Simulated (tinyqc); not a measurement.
From critical R/h back to grain-boundary energy gamma_b: capillary instabilities by surface diffusion: grooving and agglomeration of films, edge retraction, wire break-up and smoothing of roughness. Computed by tinyqc, a small Python program. Command: `OMP_NUM_THREADS=1 python tinyqc.py 3007936 3007937 out.jsonl dewet inv`. One thread of a shared host (Intel(R) Xeon(R) Processor @ 2.30GHz), about 0.01 s of CPU time with the checks.

Isotropic surface energy; shapes change by surface diffusion alone.

Inputs (values chosen for the exercise, for a model film):

| quantity | value | unit |
|---|---|---|
| surface energy gamma_s | 1.75 | J/m^2 |
| interface energy gamma_i | 1.5 | J/m^2 |
| film thickness h | 9.2 | nm |
| grain radius R | 97 | nm |

Grooves: at the surface and the interface.

Method. Groove angle beta: sin(beta) = gamma_b/(2 gamma). For circular grains of radius R with spherical caps the groove ends (measured from the mean surface) at the depth R g(beta), g = (2 - 3 cos beta + cos^3 beta)/(3 sin^3 beta). The film parts if R [g(beta_s) + g(beta_i)] > h.

Question. A run gave the result below. Find the grain-boundary energy gamma_b, known to lie between 0.58 and 1.1 J/m^2.

critical R/h = 7.208674

Answer.

Each step takes the trial c = (a f_b - b f_a)/(f_b - f_a), f being the result less the target and a, b, c the logarithms of the listed values; c replaces end b, the old b replaces a if the sign of f changed, and otherwise f_a is halved.

Scan of the range:

| grain-boundary energy gamma_b (J/m^2) | critical R/h |
|---|---|
| 0.580 | 11.0178 |
| 0.645 | 9.8811 |
| 0.718 | 8.8467 |
| 0.799 | 7.9166 |
| 0.889 | 7.0780 |
| 0.989 | 6.3207 |
| 1.100 | 5.6361 |

False position (Illinois rule, in the logarithm of the input) inside the bracket:

| step | end a | end b | trial | critical R/h |
|---|---|---|---|---|
| 1 | 0.799000 | 0.889000 | 0.874336 | 7.20315 |
| 2 | 0.799000 | 0.874336 | 0.873127 | 7.21365 |
| 3 | 0.874336 | 0.873127 | 0.873700 | 7.20867 |
| 4 | 0.873127 | 0.873700 | 0.873700 | 7.20867 |

Critical R/h falls at every point of a 13-point scan of the range (every second point is shown), so one value fits; it is bracketed by 0.799 and 0.889. Answer: grain-boundary energy gamma_b = 0.8737 J/m^2.
